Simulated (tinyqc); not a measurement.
# Trench capacitor in an array: capacitance, non-linearity, leakage and relaxation: several studies

A film between two metal electrodes, each interface adding a series capacitance ci. The small-signal permittivity is ek (1 + aq E^2); the field is found with the linear permittivity. Leakage J = J0 sinh(E/Ef). After a voltage step the film passes a relaxation current kr C V tt^(-nr), tt being the time in seconds. The sidewall is a coaxial capacitor with radii a = dm/2 - t and b = dm/2, depth AR dm; the end face is left out.

Values chosen for this exercise; permittivity of the order of that of aluminium oxide: relative permittivity of the film ek = 8.96; film thickness t = 12 nm; capacitance of each electrode interface (dead layer and screening) ci = 88 uF/cm^2; quadratic field coefficient of the permittivity aq = 0.0027 cm^2/MV^2; bias V = 1.8 V; exponent of the relaxation current nr = 0.95; strength of the relaxation kr = 0.00058; leakage prefactor J0 = 5.8e-10 A/cm^2; field for an e-fold rise of the leakage Ef = 0.36 MV/cm; diameter of the hole dm = 99 nm; pitch of the square array pt = 210 nm; resistivity of the inner electrode rho = 130 uohm cm; duration of the write pulse t0 = 1e-8 s.

Constants: eps0 = 8.8541878128e-14 F/cm where lengths are in cm. Results are converted to the units shown.

Each table varies one quantity; the others keep the values above.

## Capacitance, non-linearity and leakage against thickness

Planar film: Cf = eps0 ek/t, 1/C = 1/Cf + 2/ci, EOT = 3.9 eps0/C, effective permittivity C t/eps0, E = (V/t) C/Cf; quadratic coefficient [C(V)/C - 1]/V^2 with Cf (1 + aq E^2) in C(V).

Results:

| t (nm) | C (uF/cm^2) | EOT (nm) | effective permittivity | E (MV/cm) | quadratic coefficient (ppm/V^2) | J (A/cm^2) |
|---|---|---|---|---|---|---|
| 2.5 | 2.960 | 1.167 | 8.357 | 6.716 | 3.477e4 | 0.03664 |
| 3.7 | 2.045 | 1.689 | 8.544 | 4.639 | 1.705e4 | 1.144e-4 |
| 8.2 | 0.9467 | 3.648 | 8.767 | 2.148 | 3761 | 1.131e-7 |
| 12 | 0.6513 | 5.302 | 8.827 | 1.478 | 1793 | 1.758e-8 |
| 18 | 0.4364 | 7.913 | 8.871 | 0.9901 | 808.8 | 4.519e-9 |
| 27 | 0.2919 | 11.83 | 8.901 | 0.6622 | 363.0 | 1.779e-9 |
| 40 | 0.1974 | 17.49 | 8.920 | 0.4480 | 166.5 | 9.230e-10 |
| 60 | 0.1318 | 26.19 | 8.933 | 0.2991 | 74.33 | 5.393e-10 |

Estimate the missing row, t = 5.5 nm.

Computed row:

| t (nm) | C (uF/cm^2) | EOT (nm) | effective permittivity | E (MV/cm) | quadratic coefficient (ppm/V^2) | J (A/cm^2) |
|---|---|---|---|---|---|---|
| 5.5 | 1.397 | 2.472 | 8.676 | 3.169 | 8095 | 1.928e-6 |

With this row back in the table: C falls from 2.96 to 0.132 uF/cm^2 while the effective permittivity goes from 8.36 to 8.93 (ek = 8.96). EOT is a straight line in t with slope 3.9/ek = 0.435 and intercept 0.0785 nm. The quadratic coefficient goes as t^(-1.82) between the first two rows and t^(-1.99) between the last two (-2 without interfaces), and J falls by 7.83 decades. For t = 2.5, 3.7 direct tunnelling, left out, would add to the leakage.

## Cell against the aspect ratio

Per length 1/c = ln(b/a)/(2 pi eps0 ek) + (1/a + 1/b)/(2 pi ci); cell capacitance c AR dm; per footprint over pt^2; fields c V/(2 pi eps0 ek r) at r = a and b; resistance of the inner electrode rho AR dm/(pi a^2); time constant R C/3 of the distributed line.

The same in every row: field at a (MV/cm) = 1.7030; field at b (MV/cm) = 1.2901.

Cell against the aspect ratio:

| AR | cell capacitance (fF) | per footprint (uF/cm^2) | R (kohm) | R C/3 (ps) |
|---|---|---|---|---|
| 5 | 0.87541 | 1.9851 | 0.14566 | 0.042504 |
| 10 | 1.7508 | 3.9701 | 0.29132 | 0.17002 |
| 20 | 3.5017 | 7.9403 | 0.58263 | 0.68006 |
| 30 | 5.2525 | 11.910 | 0.87395 | 1.5301 |
| 50 | 8.7541 | 19.851 | 1.4566 | 4.2504 |
| 70 | 12.256 | 27.791 | 2.0392 | 8.3307 |
| 100 | 17.508 | 39.701 | 2.9132 | 17.002 |

Read the table: what changes, and by how much?

As AR goes from 5 to 100, the cell capacitance rises from 0.875 to 17.5 fF, the capacitance per footprint rises from 1.99 to 39.7 uF/cm^2, the ratio of the two fields stays at 1.32 and R C/3 rises from 0.0425 to 17.0 ps; the time constant goes as AR^(2.00) between the first two rows and AR^(2.00) between the last two.

## Charge lost after writing

Planar film: Cf = eps0 ek/t, 1/C = 1/Cf + 2/ci, EOT = 3.9 eps0/C, effective permittivity C t/eps0, E = (V/t) C/Cf. A capacitor written for t0 and then left open loses, as a share of C V, kr (tt^(1 - nr) - t0^(1 - nr))/(1 - nr) by relaxation and J tt/(C V) by leakage; both are taken as small, and rows far outside that range are left out.

The same in every row: leakage current (nA/cm^2) = 17.581.

Charge lost after writing:

| tt (s) | relaxation current (nA/cm^2) | loss by relaxation (%) | loss by leakage (%) | total loss (%) |
|---|---|---|---|---|
| 1e-6 | 3.4080e5 | 0.11957 | 1.4996e-6 | 0.11957 |
| 1e-5 | 38238 | 0.19051 | 1.4996e-5 | 0.19053 |
| 0.0001 | 4290.4 | 0.27011 | 1.4996e-4 | 0.27026 |
| 0.001 | 481.39 | 0.35941 | 0.0014996 | 0.36091 |
| 0.01 | 54.013 | 0.45962 | 0.014996 | 0.47461 |
| 0.1 | 6.0604 | 0.57205 | 0.14996 | 0.72201 |
| 1 | 0.67998 | 0.69820 | 1.4996 | 2.1978 |

What does the table show?

The two currents are equal at tt = 0.0326 s. The loss by relaxation grows from 0.120 to 0.698 %, by 0.0709 points over the first decade and 0.126 over the last, while the loss by leakage grows tenfold a decade. Leakage is the larger loss for tt = 1 s.

Program tinyqc, `OMP_NUM_THREADS=1 python tinyqc.py 2102123 2102124 out.jsonl`; Intel Xeon 2.30GHz, shared host, one thread, about 0.01 s.
